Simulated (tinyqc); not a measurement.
Switching kinetics of a ferroelectric film and the memory window of a ferroelectric gate stack: one step, computed by the program tinyqc. Command: `OMP_NUM_THREADS=1 python tinyqc.py 3011587 3011588 out.jsonl feswitch walk`. One thread of a shared host (Intel(R) Xeon(R) Processor @ 2.30GHz), about 0.02 s of CPU time with the checks.

Fields in MV/cm; 1 microcoulomb/cm^2 over eps_0 is 11.29409 MV/cm. In the stack (metal, ferroelectric, interlayer, channel) the channel is taken as a conductor.

Question. Fields in the stack. Series stack: V = E_F t_F + E_I t_I and eps_I E_I = eps_F E_F + (1 - s) P/eps_0. Before switching P = -P_r, after it P = +P_s; in retention V = 0 and P = +P_r.

Inputs (values chosen for the exercise, for a model hafnia-based film):
```
quantity                                 value               unit
saturation polarisation P_s                 33  microcoulomb/cm^2
ratio P_r/P_s                             0.87                  -
coercive field E_c                        0.71              MV/cm
permittivity of the ferroelectric eps_F     38                  -
thickness t_F                               11                 nm
permittivity of the interlayer eps_I       7.5                  -
interlayer thickness t_I                  0.99                 nm
share s of P screened by trapped charge   0.86                  -
pulse height V                             6.5                  V
breakdown field of the interlayer           15              MV/cm
```

Give: E_F before switching; E_F after switching; E_I after switching; depolarising field in retention; depolarising field over E_c.

Answer.

E_F before switching = 4.433 MV/cm

E_F after switching = 3.628 MV/cm

E_I after switching = 25.34 MV/cm

depolarising field in retention = 0.3741 MV/cm

depolarising field over E_c = 0.5270

Caution: the interlayer field exceeds its breakdown field, so charge injection would change the fields.
